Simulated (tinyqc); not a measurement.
Inside a calculation. Model: capillary instabilities by surface diffusion: grooving and agglomeration of films, edge retraction, wire break-up and smoothing of roughness. Computed by tinyqc, a small Python program that keeps every step. Command: `OMP_NUM_THREADS=1 python tinyqc.py 3013032 3013033 out.jsonl dewet walk`. One thread of a shared host (Intel(R) Xeon(R) Processor @ 2.30GHz), about 0.01 s of CPU time with the checks. Intermediate numbers are printed to about 6 digits and carried at full precision; extremes and crossings named in words are read from the listed rows.

Isotropic surface energy; shapes change by surface diffusion alone.

Inputs (values chosen for the exercise, of the order of those of silicon on oxide):

| quantity | value | unit |
|---|---|---|
| surface energy gamma_s | 1.36 | J/m^2 |
| grain-boundary energy gamma_b | 0.47 | J/m^2 |
| contact angle on the substrate theta | 95 | degrees |
| atomic volume Omega | 20 | angstrom^3 |
| surface sites nu | 7.9 | 1/nm^2 |
| prefactor D0 | 0.00053 | m^2/s |
| activation energy Q | 2.18 | eV |
| temperature T | 1029 | K |
| time t | 120 | s |
| film thickness h | 3.4 | nm |
| grain radius R | 34 | nm |
| wire radius r | 21 | nm |
| initial ripple over radius | 0.02 | - |
| roughness wavelength lambda | 15 | nm |

Grooves: at the surface only.

Constants: k_B = 8.617333262e-05 eV/K; k_B = 1.380649e-23 J/K.

## The Mullins constant

B = D_s nu gamma_s Omega^2/(k_B T), D_s = D0 exp(-Q/(k_B T)).

D_s = 1.11479e-14 m^2/s

B = 3372.27 nm^4/s

length (B t)^(1/4) = 25.2218 nm

Lengths grow as t^(1/4): doubling one takes 16 times as long, or roughly 140 K more.

## Will grooves cut through?

Groove angle beta: sin(beta) = gamma_b/(2 gamma). For circular grains of radius R with spherical caps the groove ends (measured from the mean surface) at the depth R g(beta), g = (2 - 3 cos beta + cos^3 beta)/(3 sin^3 beta). The film parts if R g(beta_s) > h.

beta_s = 9.95031 degrees

sum of g = 0.0436358

critical R/h = 22.9169

final depth over h = 0.436358

The grooves stop short by this estimate; triple junctions groove deeper and may still open.

## Groove growth in time

Mullins' isolated groove: depth below the flat surface d = 0.780 m (B t)^(1/4), m = tan(beta_s), width between the ridges 4.6 (B t)^(1/4); time to reach h: (h/(0.780 m))^4/B.

groove depth = 3.45129 nm

groove width = 116.020 nm

time to reach the substrate = 113.024 s

Caution: this depth exceeds the film thickness, so the isolated-groove formula no longer applies. Caution: the grooves of neighbouring boundaries overlap, so the depth levels off at its final value. Caution: the grains are too small for the surface groove ever to reach the depth h.

## Retraction of a straight edge

A rim shaped as a circular segment with contact angle theta holds the area h x; its radius r obeys r^2 (theta - sin theta cos theta) = h x. To advance, the edge must carry a strip of the rim height H = r (1 - cos theta) over the rim, driven by the curvature 1/r over the distance r theta (the scaling argument of Brandon and Bradshaw): H dx/dt = B/(theta r^2) gives x^(5/2) = (5/2) B t c^(3/2)/(theta (1 - cos theta) h^(3/2)), c = theta - sin theta cos theta.

retraction x = 133.608 nm

rim height H = 17.5414 nm

present speed = 0.445361 nm/s

The rim is 5.2 times the film thickness. x goes as t^(2/5) h^(-3/5): thin films retract faster.

## Break-up of a free wire

A wire with r + A cos(k z) has dA/dt = (B/r^4) (kr)^2 [1 - (kr)^2] A: unstable for wavelengths above 2 pi r, fastest at kr = 1/sqrt 2 with the rate B/(4 r^4); break-up time about (4 r^4/B) ln(r/A0); each wavelength makes a sphere of radius (3 r^2 lambda_m/4)^(1/3).

fastest wavelength = 186.601 nm

break-up time = 902.436 s

radius of the spheres = 39.5189 nm

t over the break-up time = 0.132973

The wire survives t. Caution: faceting can stabilise wires along low-index directions.

## Smoothing against break-up

Roughness of wavelength lambda on a flat face decays as exp[-B (2 pi/lambda)^4 t]; the smoothing time is that for a factor e^3.

Times (s); the last column is (h/(0.780 tan beta_s))^4/B:

| T (K) | B (nm^4/s) | smoothing | wire break-up | groove to depth h |
|---|---|---|---|---|
| 875 | 5.23797e+01 | 1.86039e+00 | 5.80999e+04 | 7.27661e+03 |
| 926 | 2.43278e+02 | 4.00557e-01 | 1.25094e+04 | 1.56671e+03 |
| 978 | 9.84506e+02 | 9.89802e-02 | 3.09115e+03 | 3.87145e+02 |
| 1029 | 3.37227e+03 | 2.88965e-02 | 9.02436e+02 | 1.13024e+02 |
| 1080 | 1.02591e+04 | 9.49856e-03 | 2.96640e+02 | 3.71521e+01 |
| 1132 | 2.87073e+04 | 3.39449e-03 | 1.06010e+02 | 1.32770e+01 |
| 1235 | 1.69678e+05 | 5.74304e-04 | 1.79355e+01 | 2.24630e+00 |

All times share 1/B, so their ratios do not depend on T: break-up over smoothing is 31000. An anneal can smooth this roughness well before the wire breaks. Smoothing is safe for lambda well below 2 pi r, above which a ripple along the wire grows instead. B spans 3.5 decades over these rows.

Checks made by the program: g against the volume of a spherical cap (relative difference below 1e-10).
